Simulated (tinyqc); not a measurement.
All-pass ring resonator: two steps of the calculation.

A ring of length L = 2 pi Rr coupled to one bus waveguide: round-trip amplitude a = 10^(-al L/20), self-coupling t = sqrt(1 - k2). At detuning d from the resonance the round-trip phase is p = 2 pi d/FSR and the transmission T = (a^2 - 2 a t cos p + t^2)/(1 - 2 a t cos p + a^2 t^2). Lossless coupler, linear absorption only.

Inputs (values chosen for the exercise); values close to those of silicon waveguides:
- lam = 1310 nm (cold resonance wavelength)
- Rr = 15 um (ring radius)
- ng = 4.01 (group index)
- al = 45 dB/cm (propagation loss)
- k2 = 0.043 (power coupling)
- dT = 0.00017 1/K (thermo-optic change of the effective index)
- Rt = 3.7 K/mW (thermal resistance)
- fa = 0.53 (share of the loss that heats the ring)
- Pin = 0.55 mW (input power)
- dl = -31 pm (laser detuning from the cold resonance)

Constants: c = 299792458 m/s. Results are converted to the units shown.

Problem 1. Resonance parameters. FSR = lam^2/(ng L), finesse F = pi sqrt(a t)/(1 - a t), FWHM = FSR/F, Q = lam/FWHM, Tmin = (a - t)^2/(1 - a t)^2, power build-up k2 a^2/(1 - a t)^2, optical bandwidth c/(lam Q).

Wanted: a; t; FSR; F; FWHM; Q; Tmin; build-up; bandwidth.

Solution 1.

a = 0.9523
t = 0.9783
FSR = 4.541 nm
F = 44.36
FWHM = 102.4 pm
Q = 1.280e4
Tmin = -8.423 dB
build-up = 8.347
bandwidth = 17.88 GHz

The ring is undercoupled; critical coupling needs k2 = 1 - a^2 = 0.0930.

Problem 2. Thermal shift of the resonance. T is the transmission at d = dl - s, p = 2 pi d/FSR; out = (lam dT/ng) Rt fa (1 - T) Pin; s(new) = out.

s after iteration 1 = 37.522257 pm
a = 0.95234488
t = 0.97826377
FSR = 4.5407448 nm

Find: d; T; out; s after iteration 2.

Solution 2.

d = -68.52 pm
T = 0.6932
out = 18.37 pm
s after iteration 2 = 18.37 pm

tinyqc, about 0.01 s, one thread, Intel Xeon 2.30GHz (shared host): `OMP_NUM_THREADS=1 python tinyqc.py 2650113 2650114 out.jsonl`
